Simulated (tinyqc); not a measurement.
Hubbard chain of 2 sites, step by step. Computed by tinyqc, a small Python program that keeps every step. Settings: hopping = 1.12, U = 9.5, mixing = 0.2, iteration cap = 81. Command: `OMP_NUM_THREADS=1 python tinyqc.py 25617 25618 out.jsonl` (the two numbers bound the seeds that draw the settings). One thread of a shared host (Intel(R) Xeon(R) Processor @ 2.60GHz), about 0.3 s of CPU time with the checks. Later iterations appear only in the table of the cycle.

## Mean-field iteration 1

one-body matrix (hopping and site energies) (eV):
```
         1        2
1   0.0600  -1.1200
2  -1.1200   0.4200
```

U = 9.5000 eV

electrons, up and down: 1  1

mixing = 0.2000

n(up) at the start (a guess, not normalised): 1 0.8000, 2 0.2000

n(down) at the start (a guess): 1 0.2000, 2 0.8000

H(up) = T + U n(down), H(down) = T + U n(up); fill the lowest levels; n(new) = n + mixing (n(out) - n); E = tr T (rho up + rho down) + U sum n_up n_down of the output.

levels, up (eV): 1.7596  8.2204

levels, down (eV): 2.0946  7.8854

energy = 0.2971 eV

n(up) after iteration 1: 1 0.8338, 2 0.1662

n(down) after iteration 1: 1 0.1678, 2 0.8322

## Mean-field iteration 2

As before.

levels, up (eV): 1.4710  8.5090

levels, down (eV): 1.7961  8.1839

energy = 0.2617 eV

n(up) after iteration 2: 1 0.8618, 2 0.1382

n(down) after iteration 2: 1 0.1406, 2 0.8594

## Mean-field iteration 3

As before.

levels, up (eV): 1.2250  8.7550

levels, down (eV): 1.5454  8.4346

energy = 0.2425 eV

n(up) after iteration 3: 1 0.8849, 2 0.1151

n(down) after iteration 3: 1 0.1179, 2 0.8821

## Convergence

Each step fills the lowest levels of T + U n(other spin) and sets n(new) = n + mixing (n(out) - n); stop when output and input agree to 1e-8.

Course of the cycle:

| iteration | E (eV) | largest \|n(out) - n(in)\| | mean \|n_up - n_down\| |
|---|---|---|---|
| 1 | 0.297058 | 1.69e-01 | 0.9301 |
| 2 | 0.261661 | 1.40e-01 | 0.9422 |
| 3 | 0.242481 | 1.16e-01 | 0.9502 |
| 4 | 0.231678 | 9.48e-02 | 0.9556 |
| 5 | 0.225401 | 7.75e-02 | 0.9595 |
| 6 | 0.221660 | 6.33e-02 | 0.9623 |
| 7 | 0.219386 | 5.18e-02 | 0.9643 |
| 8 | 0.217982 | 4.23e-02 | 0.9659 |
| 9 | 0.217105 | 3.45e-02 | 0.9671 |
| 10 | 0.216550 | 2.81e-02 | 0.9681 |
| 11 | 0.216197 | 2.29e-02 | 0.9688 |
| ... | ... | ... | ... |
| 71 | 0.215556 | 8.43e-08 | 0.9717 |
| 72 | 0.215556 | 6.84e-08 | 0.9717 |
| 73 | 0.215556 | 5.55e-08 | 0.9717 |
| 74 | 0.215556 | 4.50e-08 | 0.9717 |
| 75 | 0.215556 | 3.65e-08 | 0.9717 |
| 76 | 0.215556 | 2.96e-08 | 0.9717 |
| 77 | 0.215556 | 2.40e-08 | 0.9717 |
| 78 | 0.215556 | 1.95e-08 | 0.9717 |
| 79 | 0.215556 | 1.58e-08 | 0.9717 |
| 80 | 0.215556 | 1.28e-08 | 0.9717 |
| 81 | 0.215556 | 1.04e-08 | 0.9717 |

Not converged within 81 iterations: the residual falls steadily but slowly, by a factor of about 0.81 a step. The lowest mean-field energy found from random starts is 0.21556 eV. Reruns (cap 100 unless said): mixing 0.5: converged in 28 (E = 0.21556); mixing 0.9: converged in 11 (E = 0.21556); the original settings with a cap of 400: converged in 82 (E = 0.21556).

## The many-body Hamiltonian

Basis: all placements (u, d, 2, 0 on each site), up operators ordered before down ones; hops carry the sign of the same-spin electrons passed.

H (eV):
```
         20       ud       du       02
20   9.6200  -1.1200  -1.1200   0.0000
ud  -1.1200   0.4800   0.0000  -1.1200
du  -1.1200   0.0000   0.4800  -1.1200
02   0.0000  -1.1200  -1.1200  10.3400
```

## Exact diagonalisation (4 states)

Lowest levels of the sector, and the double occupancy of the lowest state.

lowest levels (eV): -0.0223  0.4800  9.7997  10.6626

double occupancy per site = 0.0240
